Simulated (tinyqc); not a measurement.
# One level coupled to a phonon between two leads, self-consistent Born approximation: two studies

Wide-band leads with mu_L = +V/2 and mu_R = -V/2; phonons in equilibrium, Nq = 1/(exp(w0/kB T) - 1). Scattering links only energies that differ by w0, so a ladder E_k = E1 + k w0 closes on itself; terms that reach past its ends are dropped. Gn and Gp are the electron and hole parts of the spectral function A = Gn + Gp.

Inputs (values chosen for the exercise): temperature of leads and phonons T = 150 K; phonon energy w0 = 180 meV; level ed = 223 meV; coupling to the left lead GL = 26 meV; coupling to the right lead GR = 130 meV; electron-phonon matrix element M = 37 meV; bias V = 590 mV.

Constants: q = 1.602176634e-19 C, kB = 1.380649e-23 J/K, h = 6.62607015e-34 J s, Vt = kB T/q. Results are converted to the units shown.

Each table varies one quantity; the others keep the values above.

## Current against bias

|G|^2 = 1/[(E - ed)^2 + (GL + GR + Sin + Sout)^2/4], Gn = |G|^2 (GL fL + GR fR + Sin), Gp = |G|^2 (GL (1 - fL) + GR (1 - fR) + Sout), f = 1/(1 + exp((E - mu)/kB T)). Sin(E) = M^2 [(Nq + 1) Gn(E + w0) + Nq Gn(E - w0)], Sout(E) = M^2 [(Nq + 1) Gp(E - w0) + Nq Gp(E + w0)]. Spectral currents into the level: iL = GL [fL Gp - (1 - fL) Gn], iR = GR [fR Gp - (1 - fR) Gn]. Here E - ed is replaced by E - ed - R(E), with the real part R(E) = (1/2 pi) P int [Sin + Sout](y) dy/(E - y). The total for one spin is I = (q/h) times the integral of iL over all E (all ladders, each long enough that its ends do not matter); the power given to phonons is (1/h) times the integral of E (iL + iR).

Current against bias:

| V (mV) | I (uA) | I without phonons (uA) | ratio of the two | power to phonons (nW) | share of I V (%) |
|---|---|---|---|---|---|
| 72 | 0.1814 | 0.1771 | 1.024 | 4.553e-4 | 0.003486 |
| 198 | 0.5818 | 0.5619 | 1.035 | 0.3678 | 0.3193 |
| 324 | 1.281 | 1.229 | 1.043 | 2.937 | 0.7075 |
| 450 | 2.440 | 2.387 | 1.022 | 9.082 | 0.8272 |
| 576 | 3.487 | 3.507 | 0.9943 | 18.07 | 0.8999 |
| 702 | 4.054 | 4.109 | 0.9865 | 27.30 | 0.9592 |
| 828 | 4.368 | 4.410 | 0.9904 | 35.90 | 0.9928 |
| 954 | 4.563 | 4.584 | 0.9954 | 40.76 | 0.9364 |
| 1080 | 4.685 | 4.696 | 0.9978 | 42.49 | 0.8398 |

What does the comparison show?

I rises from 0.181 to 4.69 uA; its ratio to the current without phonons moves up and down between 0.986 and 1.04, and the share of I V given to phonons goes from 0.00349 through a maximum of 0.993 (at V = 828 mV among the rows listed) to 0.840 %. Emission at zero temperature needs V above w0 = 180 mV; the rest of I V is released in the leads.

## Effect of the coupling

Same model as above.

The same in every row: I without phonons (uA) = 3.598.

Effect of the coupling:

| M (meV) | I (uA) | ratio of the two | power to phonons (nW) | share of I V (%) |
|---|---|---|---|---|
| 9 | 3.596 | 0.9996 | 1.172 | 0.05526 |
| 25.5 | 3.585 | 0.9964 | 9.256 | 0.4376 |
| 42 | 3.563 | 0.9903 | 24.34 | 1.158 |
| 58.5 | 3.530 | 0.9813 | 45.23 | 2.171 |
| 75 | 3.488 | 0.9695 | 70.50 | 3.426 |
| 91.5 | 3.436 | 0.9551 | 98.75 | 4.871 |
| 108 | 3.376 | 0.9385 | 128.6 | 6.457 |

The ratio to the current without phonons falls from 1.00 to 0.938, and the power to phonons rises from 1.17 to 129 nW, as M^(1.98) between the first two rows (lowest order gives 2). Phonons lower the current here: the level lies inside the bias window, and broadening, sidebands and the shift R move weight out of it.

Range of the model: The self-consistent Born approximation keeps only non-crossing phonon lines and no Hartree shift; it is rough once the coupling nears the phonon energy.

Computed by the program tinyqc: `OMP_NUM_THREADS=1 python tinyqc.py 2720101 2720102 out.jsonl`, one thread of a shared Intel Xeon 2.30GHz, about 0.3 s for the whole run.
